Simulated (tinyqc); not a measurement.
Worked calculation: configuration-coordinate model of carrier capture at a defect. Values are carried at full precision from step to step, so a last printed digit may differ when a step is redone from the rounded ones.

Two parabolas of equal curvature k in one coordinate Q: with the carrier free at the band edge, U_f = k Q^2/2; with the carrier trapped, U_t = k (Q - dQ)^2/2 - ET. ER = k dQ^2/2, Huang-Rhys factor S = ER/hw, hw = 0.0646541 sqrt(k/M) eV for k in eV/angstrom^2 and M in u. The curves cross at a height Eb = (ER - ET)^2/(4 ER) above the free minimum.

Constants: kB = 8.617333262e-05 eV/K.

Parameters, chosen for this exercise (of the size met at a vacancy centre in SiC; not measured data): ET = 0.78 eV (thermal depth of the level below the band edge); ER = 0.22 eV (relaxation energy); hw = 0.052 eV (phonon energy of the mode); M = 28 u (mass of the mode); T = 150 K (temperature); nu = 1e+13 1/s (attempt rate).

## The two parabolas

Form S, k, dQ, the crossing point Qc = (ER - ET)/(k dQ), Eb, and the emission barrier Eb + ET.

S = 4.231
k = 18.1123 eV/angstrom^2
dQ = 0.1559 angstrom
Qc = -0.1984 angstrom

barriers (eV): capture 0.3564, emission 1.1364

ER < ET: the crossing lies on the far side of the free minimum (the inverted case), where tunnelling between vibrational states can matter much if Eb is well above hw.

## Optical transitions

Vertical ionisation from the trapped minimum costs ET + ER; vertical capture from the free minimum releases ET - ER (none if negative); the band has a standard deviation sqrt(S hw^2 coth(hw/2kT)) with S = ER/hw, and a full width 2.35482 times that.

energies (eV): ionisation peak 1.000, zero-phonon 0.780, emission peak 0.560

coth(hw/2kT) = 1.0365
standard deviation = 0.1089 eV
full width = 0.2564 eV

Radiative capture would peak at 0.560 eV. The optical peak exceeds the thermal depth by a factor 1.28.

## The multiphonon factor

Multiphonon factor for giving p = ET/hw phonons to the lattice: W = exp(-S (2 nb + 1)) ((nb + 1)/nb)^(p/2) I_p(x), nb = 1/(exp(hw/kT) - 1), x = 2 S sqrt(nb (nb + 1)), I_p the modified Bessel function. Classical limit: W = hw exp(-Eb/kT)/sqrt(4 pi ER kT). At T = 0: exp(-S) S^p/Gamma(p + 1).

Form p, nb, x and ln W, the classical ln W, and the capture time 1/(nu W).

p, nb, x: 15.0000  0.0182  1.1527

ln W: quantum -10.357, classical -28.860

capture time = 3.15e-09 s

The quantum factor is 1.09e+08 times the classical one at kT/hw = 0.25: nuclear tunnelling rules.

## Emission by detailed balance

For equal degeneracies and one band-edge state, emission time = capture time x exp(ET/kT).

ET/kT = 60.343
log10 of the emission time in s = 17.70

## Checks

- Ln W for the nearest whole p against the double Poisson sum over emitted and absorbed phonons: both -10.3568.

Run: tinyqc, `OMP_NUM_THREADS=1 python tinyqc.py 1482096 1482097 out.jsonl`; Intel(R) Xeon(R) Processor @ 2.30GHz, one thread, shared host; about 0.01 s of CPU time with all checks.
